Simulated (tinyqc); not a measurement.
Phonon transmission through an interface between two chains by Green functions: one step, computed by the program tinyqc.

Two semi-infinite chains (masses m_1, m_2; springs k_1, k_2), motion along the chain. The central region holds the end atom of each chain and three interlayer atoms of mass m_b, joined by springs k_b. lambda = omega^2 in eV/(angstrom^2 u); nu = 15.6333042 THz x sqrt(lambda).

Problem. Transmission at the probe frequency. A = lambda M - K - Sigma over the central atoms, with K_ii the sum of the springs at i, K_(i,i+1) = -k_b; G = inverse of A; transmission = Gamma_1 Gamma_2 |G_(first,last)|^2.

Atoms in the interlayer: three.

A (complex symmetric) (eV/angstrom^2):
```
                  end of 1  layer 1  layer 2  layer 3
end of 1  4.68871+9.09863i  1.96000  0.00000  0.00000
layer 1            1.96000  5.10975  1.96000  0.00000
layer 2            0.00000  1.96000  5.10975  1.96000
layer 3            0.00000  0.00000  1.96000  5.10975
end of 2           0.00000  0.00000  0.00000  1.96000

                   end of 2
end of 1            0.00000
layer 1             0.00000
layer 2             0.00000
layer 3             1.96000
end of 2  2.16454+10.68403i
```

Gamma_1 = 18.19725 eV/angstrom^2

Gamma_2 = 21.36807 eV/angstrom^2

Give: G_(first,last); transmission.

Solution.

G_(first,last) = -0.001290-0.000723i angstrom^2/eV

transmission = 8.500e-04
